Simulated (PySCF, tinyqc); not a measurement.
G0W0 on RHF in the 3-21g basis, for H3+, spin multiplicity 1, step by step. The lowest restricted solution is unstable here: a spin-polarised one lies 0.0001 hartree lower (PySCF). One step of it, computed by the program tinyqc.

Question. Iteration 6 (converged): orbitals. Diagonalise F' = X^T F X, C = X C', fill 1 alpha and 1 beta electrons from the bottom; D = 2 C_occ C_occ^T. Each column has its largest component positive (the first on a tie).

converged F (hartree), lower triangle:
```
           1H 1s      1H 2s      2H 1s      2H 2s      3H 1s      3H 2s
1H 1s  -0.241489
1H 2s  -0.735152  -0.767751
2H 1s  -0.396693  -0.476126  -0.116852
2H 2s  -0.511944  -0.582778  -0.563922  -0.550625
3H 1s  -0.386554  -0.468930  -0.074956  -0.190300  -0.115668
3H 2s  -0.505267  -0.577905  -0.191496  -0.327852  -0.560771  -0.547674
```

X:
```
               1          2          3          4          5         6
1H 1s  -0.775461  -0.001251   0.791308   0.803781  -0.004110  0.230005
1H 2s   2.513817  -0.004010  -0.516156   0.189996  -0.000401  0.322439
2H 1s   0.306899   0.837601   0.706160  -0.497466  -0.446297  0.172912
2H 2s  -1.468315  -1.021486  -0.513110  -0.156991  -0.364815  0.254006
3H 1s   0.300796  -0.845469   0.703075  -0.486645   0.453588  0.170371
3H 2s  -1.444379   1.034007  -0.505090  -0.148318   0.372002  0.251697
```

Give: F' = X^T F X; orbital energies; coefficients C; D after iteration 6.

Answer.

F' = X^T F X (hartree), lower triangle:
```
         1        2        3        4        5        6
1   0.5735
2   0.0030   0.7591
3  -0.1181  -0.0009   0.7047
4  -0.4746  -0.0035  -0.0481   0.3452
5   0.0009  -0.2495   0.0002  -0.0007  -0.3231
6  -0.0370  -0.0002  -0.0804  -0.0573   0.0003  -0.9299
```

orbital energies (hartree): MO1 -0.9398, MO2 -0.3779, MO3 -0.0383, MO4 0.7077, MO5 0.8137, MO6 0.9640

coefficients C:
```
          MO1      MO2      MO3      MO4      MO5      MO6
1H 1s  0.2857  -0.0025   0.2284   0.4471   0.0359  -1.2616
1H 2s  0.4279  -0.0030   1.5997  -0.2772  -0.0620   1.9756
2H 1s  0.1935  -0.2573  -0.1090   0.8328   0.9058   0.3761
2H 2s  0.1433  -0.5742  -1.1221  -0.6207  -0.8937  -0.9442
3H 1s  0.1906   0.2609  -0.1070   0.8313  -0.9301   0.3149
3H 2s  0.1432   0.5861  -1.0979  -0.6167   0.9549  -0.8790
```

D after iteration 6, lower triangle:
```
        1H 1s   1H 2s   2H 1s   2H 2s   3H 1s   3H 2s
1H 1s  0.1632
1H 2s  0.2445  0.3662
2H 1s  0.1105  0.1656  0.0749
2H 2s  0.0819  0.1226  0.0555  0.0411
3H 1s  0.1089  0.1631  0.0737  0.0546  0.0727
3H 2s  0.0818  0.1225  0.0554  0.0410  0.0546  0.0410
```
